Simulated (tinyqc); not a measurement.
Inside a calculation. Model: nucleation and growth of vacancy voids in a cooling silicon-like crystal. Computed by tinyqc, a small Python program that keeps every step. Command: `OMP_NUM_THREADS=1 python tinyqc.py 3011247 3011248 out.jsonl voids walk`. One thread of a shared host (Intel(R) Xeon(R) Processor @ 2.30GHz), about 0.7 s of CPU time with the checks. Intermediate numbers are printed to about 6 digits and carried at full precision; extremes and crossings named in words are read from the listed rows.

Spherical voids; vacancies are lost only to voids.

Inputs (values chosen for the exercise, for a model crystal):
```
quantity                                    value    unit
vacancy density at the melting point C_m    4e+14  1/cm^3
formation energy E_f                         4.14      eV
melting point T_m                            1685       K
diffusion prefactor D0                    0.00053  cm^2/s
migration energy E_m                         0.37      eV
site density rho                            5e+22  1/cm^3
void surface energy gamma                   0.993   J/m^2
cooling rate q                               0.69   K/min
ratio (V/G)/xi_c                             1.58       -
limit of the excess at high V/G           1.4e+14  1/cm^3
temperature of the worked step T             1410       K
temperature step                            0.125       K
```

Vacancy supply: from V/G.

Constants: k_B = 8.617333262e-05 eV/K; k_B = 1.380649e-23 J/K; e = 1.602176634e-19 C.

## Vacancy excess

C = C_x (u - 1)/(u + 0.2) with u = (V/G)/xi_c, a form chosen for the exercise.

initial excess C = 4.56180e+13 1/cm^3

## Nucleation rate at T with the initial excess

C_e = C_m exp[-(E_f/k_B)(1/T - 1/T_m)]; D = D0 exp(-E_m/(k_B T)); f = k_B T ln(C/C_e); r* = 2 gamma/(rho f); W* = 16 pi gamma^3/(3 rho^2 f^2); Z = f/sqrt(12 pi W* k_B T); I = rho Z (4 pi r* D C) exp(-W*/(k_B T)).

C_e = 1.53820e+12 1/cm^3

D = 2.52221e-05 cm^2/s

driving force f = 0.411862 eV

critical radius r* = 0.601932 nm

W*/(k_B T) = 77.4159

rate I = 6.53032e-10 1/(cm^3 s)

Cooling by 10 K multiplies I by 5500: nucleation switches on within a narrow range of temperature.

## Cooling through the nucleation range

March down from 1500 K in steps dT, dt = dT/q, with values at the upper end of each step: a class of I dt voids is born with r*; then all classes grow by r^2 += 2 D (C - C_e) dt/rho; C falls by the vacancies added to voids. Stop at 1150 K. T_n is the T of the largest I, N the final count (classes under 1e-6 /cm^3 are dropped), and the mean radius the number average.

Rows around the peak of I:
```
T (K)      C (1/cm^3)  C_e (1/cm^3)  I (1/(cm^3 s))  voids (1/cm^3)  mean radius (nm)
1395.875  4.56180e+13   1.08962e+12     8.19629e-05     9.08170e-03           20.5781
1385.875  4.56179e+13   8.50002e+11     6.79862e-02     8.96440e+00           22.0679
1375.875  4.56027e+13   6.60688e+11     2.02611e+01     3.15616e+03           23.5400
1370.875  4.53942e+13   5.81683e+11     2.28655e+02     4.07909e+04           24.5897
1367.875  4.46612e+13   5.38650e+11     6.54183e+02     1.49047e+05           26.1711
1365.875  4.33886e+13   5.11648e+11     8.47159e+02     2.83244e+05           28.5140
1363.875  4.11351e+13   4.85927e+11     6.16916e+02     4.17697e+05           32.6017
1361.875  3.79632e+13   4.61429e+11     2.35675e+02     4.92336e+05           38.2975
1359.875  3.42610e+13   4.38099e+11     5.06633e+01     5.15189e+05           44.4064
1356.875  2.85249e+13   4.05181e+11     2.08533e+00     5.19726e+05           52.1048
1353.875  2.31908e+13   3.74607e+11     3.36264e-02     5.19876e+05           57.6858
```

temperature of peak nucleation T_n = 1365.875 K

void density N = 519878 1/cm^3

mean radius = 74.1704 nm

vacancies left at 1150 K = 1.66098e+09 1/cm^3

I rises as supersaturation builds and collapses once the first voids have drawn C down by 5 % at the peak. Nearly all the excess then goes into these voids: [3 C/(4 pi rho N)]^(1/3) = 74.8 nm.

## Cooling rate

The formulas are those given above.

At fixed C:
```
q (K/min)   T_n (K)   N (1/cm^3)  mean radius (nm)
0.069      1377.125  1.72566e+04           231.171
0.170      1372.875  6.54911e+04           148.116
0.340      1369.500  1.82551e+05           105.192
0.690      1365.875  5.19878e+05            74.170
1.400      1362.000  1.47984e+06            52.302
2.800      1358.000  4.12286e+06            37.145
6.900      1352.500  1.56315e+07            23.798
```

Over the rows N goes as q^1.48 and the radius as q^-0.49, near the 3/2 and -1/2 of the scaling argument (depletion time 1/(4 pi N r D) equal to the time in the nucleation range, at fixed N r^3). T_n drops only 25 K for a factor 100 in q. Fast cooling gives many small voids, which an anneal can dissolve.

## Vacancy excess varied

The formulas are those given above.

At fixed q:
```
C (1/cm^3)   T_n (K)   N (1/cm^3)  mean radius (nm)
1.80e+13    1318.875  1.01326e+06            43.499
2.70e+13    1339.125  7.57393e+05            54.897
4.60e+13    1366.375  5.16777e+05            74.526
7.30e+13    1390.625  3.71095e+05            97.126
1.10e+14    1412.750  2.76608e+05           122.865
```

More vacancies nucleate earlier (T_n rises by 94 K) and give fewer, larger voids: N goes as C^-0.72 and the radius as C^0.57, steeper than the -1/2 and +1/2 of the scaling argument at fixed D, because D rises with T_n.

Checks made by the program: Z against the curvature of W(n) (relative difference below 1e-10); N against a run with half the step (relative difference 1e-03).
